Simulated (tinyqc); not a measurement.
## Ballistic conductance of a hard-wall wire of rectangular section by counting modes: conductance against size

Subband edges E_(a,b) = (C pi^2/m) [(a/W)^2 + (b/Hh)^2], a, b = 1, 2, ...; C = hbar^2/(2 m0). Every mode transmits fully; spin gives the factor 2 in 2 q^2/h, valleys the factor gv.

G = (2 q^2/h) gv M; at zero temperature M counts the edges below Ef, at T it is the sum of degeneracy times f. The smooth (Sharvin) count is kF^2 A/(4 pi), kF = sqrt(m Ef/C), A = W Hh, perimeter p = 2 (W + Hh), and with the boundary term kF^2 A/(4 pi) - kF p/(4 pi). f = 1/(1 + exp((E_n - Ef)/Vt)).

Inputs (values chosen for the exercise):
- T = 77 K (temperature)
- m = 0.023 m0 (mass)
- gv = 2 (valleys)
- Ef = 0.145 eV (Fermi energy above the bulk band edge)
- Hh = 31 nm (height)

Constants: q = 1.602176634e-19 C, kB = 1.380649e-23 J/K, hbar = 1.054571817e-34 J s, h = 6.62607015e-34 J s, m0 = 9.1093837015e-31 kg, Vt = kB T/q, hbar^2/(2 m0) = 0.0380998212 eV nm^2. Results are converted to the units shown.

Results:

| W (nm) | M at T = 0 | M at T | smooth count | with boundary term | G (uS) |
|---|---|---|---|---|---|
| 10.3 | 0 | 0.01915 | 2.224 | 0.2794 | 2.968 |
| 13.6 | 1 | 1.149 | 2.937 | 0.8366 | 178.0 |
| 16.9 | 2 | 1.951 | 3.649 | 1.394 | 302.4 |
| 20.2 | 2 | 2.005 | 4.362 | 1.951 | 310.6 |
| 23.5 | 3 | 2.813 | 5.074 | 2.508 | 436.0 |
| 30.1 | 4 | 3.697 | 6.500 | 3.623 | 572.8 |
| 33.4 | 4 | 4.329 | 7.212 | 4.180 | 670.8 |
| 36.7 | 5 | 4.983 | 7.925 | 4.737 | 772.2 |
| 40 | 5 | 5.150 | 8.637 | 5.294 | 798.1 |

Estimate the missing row, W = 26.8 nm.

Computed row:

| W (nm) | M at T = 0 | M at T | smooth count | with boundary term | G (uS) |
|---|---|---|---|---|---|
| 26.8 | 3 | 3.112 | 5.787 | 3.065 | 482.2 |

With this row back in the table: The integer count climbs from 0 to 5 in steps, and G from 2.97 to 798 uS. In the last row M at T is 40 % below the smooth count and 2.7 % below the count with the boundary term: hard walls push the wave away from the edge and cost modes. The largest gap between M at T and the integer count is 0.33.

Computed by the program tinyqc: `OMP_NUM_THREADS=1 python tinyqc.py 2740126 2740127 out.jsonl`, one thread of a shared Intel Xeon 2.30GHz, about 0.7 s for the whole run.
